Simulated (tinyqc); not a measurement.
# One-sided p+-n junction, ionisation integral and breakdown, step by step

Numbers from tinyqc (`OMP_NUM_THREADS=1 python tinyqc.py 2120070 2120071 out.jsonl`; about 0.05 s on one thread of a shared Intel Xeon 2.30GHz). Printed values are rounded.

A p+ layer at x < 0 and an n drift layer from x = 0. Depletion approximation, built-in voltage neglected. Local ionisation coefficients alpha_n = an exp(-(bn/E)^mx), alpha_p = ap exp(-(bp/E)^mx). Electrons move towards +x, holes towards x = 0.

Inputs (values chosen for the exercise); material values close to those of silicon: relative permittivity eps_r = 11.9; prefactor of the electron ionisation coefficient an = 7.11e5 1/cm; field constant for electrons bn = 1.3e6 V/cm; prefactor of the hole ionisation coefficient ap = 1.56e6 1/cm; field constant for holes bp = 1.96e6 V/cm; exponent mx = 1; donor density of the drift layer N = 7.2e14 cm^-3; reverse voltage V = 241 V; share of the depleted width that the grid covers fr = 0.6.

Constants: q = 1.602176634e-19 C, eps0 = 8.8541878128e-14 F/cm where lengths are in cm. Results are converted to the units shown.

## Field and ionisation coefficients on a grid

W = sqrt(2 eps0 eps_r V/(q N)), peak field E0 = q N W/(eps0 eps_r), falling linearly to 0 at W. Grid: 13 equal steps from 0 to fr W.

W = 20.9821 um

| point | x (um) | E (kV/cm) | alpha_n (1/cm) | alpha_p (1/cm) |
|---|---|---|---|---|
| 0 | 0.0000 | 229.719 | 2478.34 | 307.365 |
| 1 | 0.9684 | 219.117 | 1884.68 | 203.403 |
| 2 | 1.9368 | 208.514 | 1393.87 | 129.071 |
| 3 | 2.9052 | 197.912 | 998.093 | 78.0069 |
| 4 | 3.8736 | 187.309 | 688.173 | 44.5329 |
| 5 | 4.8420 | 176.707 | 453.782 | 23.7692 |
| 6 | 5.8104 | 166.105 | 283.733 | 11.7095 |
| 7 | 6.7788 | 155.502 | 166.403 | 5.23764 |
| 8 | 7.7473 | 144.900 | 90.2612 | 2.08257 |
| 9 | 8.7157 | 134.297 | 44.4522 | 0.715849 |
| 10 | 9.6841 | 123.695 | 19.3888 | 0.204898 |
| 11 | 10.6525 | 113.092 | 7.23848 | 0.0463863 |
| 12 | 11.6209 | 102.490 | 2.20399 | 0.00772256 |
| 13 | 12.5893 | 91.8876 | 0.510030 | 8.50062e-4 |

## Ionisation integrals by the trapezoid rule

G(x) = integral from 0 to x of (alpha_n - alpha_p); I_n = integral of alpha_n exp(-G) (electrons injected at x = 0), I_p = integral of alpha_p exp(G(end) - G) (holes injected at the far edge); M = 1/(1 - I). All integrals by the trapezoid rule on the grid.

| point | G | alpha_n exp(-G) (1/cm) |
|---|---|---|
| 0 | 0.000000 | 2478.34 |
| 1 | 0.186527 | 1563.98 |
| 2 | 0.329178 | 1002.91 |
| 3 | 0.434971 | 646.05 |
| 4 | 0.510687 | 412.96 |
| 5 | 0.562674 | 258.51 |
| 6 | 0.596666 | 156.24 |
| 7 | 0.617642 | 89.73 |
| 8 | 0.629715 | 48.09 |
| 9 | 0.636102 | 23.53 |
| 10 | 0.639149 | 10.23 |
| 11 | 0.640426 | 3.82 |
| 12 | 0.640881 | 1.16 |
| 13 | 0.641012 | 0.27 |

I_n = 0.528412
I_p = 0.0950459
M_n = 2.12049
M_p = 1.10503

A grid of 1500 steps over the whole width gives I_n = 0.5196 and I_p = 0.09191; the coarse I_n is 1.7 % above and the coarse I_p 3.4 % above those values. Electrons multiply more: on this coarse grid M - 1 is 10.7 times as large for them.

## Breakdown voltage by secant steps

G(x) = integral from 0 to x of (alpha_n - alpha_p); I_n = integral of alpha_n exp(-G) (electrons injected at x = 0), I_p = integral of alpha_p exp(G(end) - G) (holes injected at the far edge); M = 1/(1 - I). Secant steps on ln I_n(V) = 0 with the integrals on a fine grid (1500 steps), from the points V = 255 and 302 V; stop when the step is below 1e-7 of V.

Course of the iteration:

| step | V (V) | I_n | change of V (V) |
|---|---|---|---|
| 1 | 302 | 0.861969 | 19.5 |
| 2 | 321.458 | 0.953433 | 9.20 |
| 3 | 330.658 | 0.992559 | 1.71 |
| 4 | 332.367 | 0.999529 | 0.115 |
| 5 | 332.482 | 0.999995 | 1.25e-3 |
| 6 | 332.483 | 1.00000 | 8.67e-7 |

Breakdown at 332.48 V, with a peak field of 269.8 kV/cm and W = 24.64 um. The integral for holes reaches 1 at the same voltage.
